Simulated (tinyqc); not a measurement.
# MOSFET with velocity saturation and source resistance: effects of single changes

Strong inversion, charge Q = Cox (Vg - m V) at channel potential V with Vg the gate overdrive, and drift velocity v = mu E/(1 + mu E/vsat). Integrating along the channel gives I = mu Cox (1/L)(Vg Vd - m Vd^2/2)/(1 + Vd/Vc) per width, Vc = vsat L/mu, which peaks at Vdsat. Units: I in uA/um, Rs in ohm um, so the drop over Rs is 1e-6 I Rs volts.

Inputs (values chosen for the exercise):

| symbol | value | unit | meaning |
|---|---|---|---|
| Cox | 2.08 | uF/cm^2 | gate capacitance |
| mu0 | 220 | cm^2/(V s) | mobility at low gate voltage |
| th | 0.6 | 1/V | mobility degradation |
| vsat | 6.8e6 | cm/s | saturation velocity |
| m | 1.14 |  | body factor |
| VT | 0.38 | V | threshold |
| L | 0.13 | um | channel length |
| Rs | 100 | ohm um | source resistance |
| Vgs | 1 | V | gate voltage |

Each table varies one quantity; the others keep the values above.

## Output curve without source resistance

Vg = Vgs - VT (0 if negative), mu = mu0/(1 + th Vg), Vc = vsat L/mu, x = sqrt(1 + 2 Vg/(m Vc)), Vdsat = 2 Vg/(m (1 + x)), Isat = Cox vsat Vg (x - 1)/(x + 1) per width. Below Vdsat the formula of the introduction holds, beyond it I = Isat; constant velocity-field slope (Vc infinite) gives the second column, with saturation at Vg/m.

Output curve without source resistance:

| Vd (V) | I without velocity saturation (uA/um) | I (uA/um) |
|---|---|---|
| 0.1 | 144.4 | 122.3 |
| 0.16 | 217.1 | 168.2 |
| 0.23 | 288.5 | 203.6 |
| 0.29 | 338.3 | 221.7 |
| 0.35 | 377.6 | 231.0 |
| 0.41 | 406.3 | 233.1 |
| 0.47 | 424.6 | 233.1 |
| 0.54 | 432.5 | 233.1 |
| 0.6 | 432.6 | 233.1 |

Read the table: what changes, and by how much?

Velocity saturation lowers the current by 15 % in the first row and 46 % in the last, and moves saturation from Vg/m = 0.544 V to 0.399 V.

## Effect of the mobility degradation

Vg = Vgs - I Rs - VT (0 if negative), mu = mu0/(1 + th Vg), Vc = vsat L/mu, x = sqrt(1 + 2 Vg/(m Vc)), Vdsat = 2 Vg/(m (1 + x)), Isat = Cox vsat Vg (x - 1)/(x + 1) per width. I = Isat is solved self-consistently; gm = dI/dVgs; Vdsat is the intrinsic value. The velocity at the source is I/(Cox Vg).

Effect of the mobility degradation:

| th (1/V) | Vc (V) | Vdsat (V) | Isat (uA/um) | gm (uS/um) | velocity at the source/vsat |
|---|---|---|---|---|---|
| 0 | 0.40182 | 0.35989 | 259.87 | 626.41 | 0.30931 |
| 0.2 | 0.44967 | 0.37006 | 245.52 | 578.87 | 0.29152 |
| 0.4 | 0.49773 | 0.37908 | 232.77 | 538.22 | 0.27579 |
| 0.6 | 0.54596 | 0.38716 | 221.35 | 503.02 | 0.26176 |
| 0.8 | 0.59434 | 0.39445 | 211.06 | 472.22 | 0.24916 |
| 1 | 0.64284 | 0.40106 | 201.72 | 445.03 | 0.23777 |
| 1.2 | 0.69145 | 0.40708 | 193.22 | 420.83 | 0.22742 |

As th goes from 0 to 1.2 1/V, Isat falls from 260 to 193 uA/um, Vdsat rises from 0.360 to 0.407 V and gm falls from 626 to 421 uS/um; the velocity at the source goes from 0.31 to 0.23 of vsat.

## Effect of the mobility at low gate voltage

Same model as above.

Effect of the mobility at low gate voltage:

| mu0 (cm^2/(V s)) | Vc (V) | Vdsat (V) | Isat (uA/um) | gm (uS/um) | velocity at the source/vsat |
|---|---|---|---|---|---|
| 50 | 2.417 | 0.4877 | 79.33 | 204.2 | 0.09163 |
| 81 | 1.490 | 0.4621 | 115.5 | 287.6 | 0.1343 |
| 130 | 0.9264 | 0.4300 | 160.9 | 384.6 | 0.1884 |
| 210 | 0.5721 | 0.3912 | 215.7 | 492.3 | 0.2548 |
| 350 | 0.3423 | 0.3452 | 280.7 | 608.9 | 0.3352 |
| 570 | 0.2096 | 0.2995 | 345.1 | 714.2 | 0.4168 |
| 920 | 0.1295 | 0.2557 | 407.1 | 807.1 | 0.4968 |
| 1500 | 0.07921 | 0.2140 | 466.0 | 889.3 | 0.5746 |

What does the table show?

As mu0 goes from 50 to 1500 cm^2/(V s), Isat rises from 79.3 to 466 uA/um, Vdsat falls from 0.488 to 0.214 V and gm rises from 204 to 889 uS/um; the velocity at the source goes from 0.092 to 0.57 of vsat. Isat goes as mu0^(0.78) between the first two rows and as mu0^(0.28) between the last two.

tinyqc, about 0.04 s, one thread, Intel Xeon 2.30GHz (shared host): `OMP_NUM_THREADS=1 python tinyqc.py 2500145 2500146 out.jsonl`
